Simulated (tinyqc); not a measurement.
Reset of a mushroom phase-change cell, hemispherical electro-thermal model: one step of the calculation.

Current spreads from a hemispherical contact of radius r0 into a large dome with constant rho and ka: j = I/(2 pi r^2). With s = r0/r the steady rise is T - T0 = c (b s - s^2), c = I^2 rho/(8 pi^2 ka r0^2). The heat lost through the heater, (T(r0) - T0)/Rh, fixes b = (2 + g)/(1 + g), g = 1/(2 pi ka r0 Rh).

Question. Temperature profile and molten shell. The peak lies at s = b/2 with the rise c b^2/4; melting starts at the current where that equals Tm - T0, and the molten shell spans the roots of s^2 - b s + (Tm - T0)/c = 0 (s at most 1). Electrical resistance rho/(2 pi r0).

Inputs (values chosen for the exercise); values of the order of Ge-Sb-Te and related chalcogenides:
- T0 = 300 K (ambient temperature)
- Tm = 897 K (melting point)
- r0 = 11 nm (radius of the heater contact)
- rho = 3 mohm cm (resistivity of the hot chalcogenide)
- ka = 1.28 W/(m K) (its thermal conductivity)
- Rh = 40 K/uW (thermal resistance of the path through the heater)
- I = 710 uA (reset current)

r, point 0 to 7 (nm): 11  12.6  14.9  17.6  22  28.6  38.5  55
b = 1.7796721

Find: c; T; peak T; inner radius of the melt; outer radius of the melt.

Answer.

c = 1236.7 K
T, point 0 to 7 (K): 1264.2  1278.9  1250.8  1192.5  1091.3  963.55  827.87  690.71
peak T = 1279.2 K
inner radius of the melt = 11.000 nm
outer radius of the melt = 32.943 nm

The melt reaches the contact.

Range of the model: Constant properties, no latent heat, thermoelectric terms, boundary resistance or heating in the heater itself.

Numbers from tinyqc (`OMP_NUM_THREADS=1 python tinyqc.py 2490060 2490061 out.jsonl`; about 0.01 s on one thread of a shared Intel Xeon 2.30GHz).
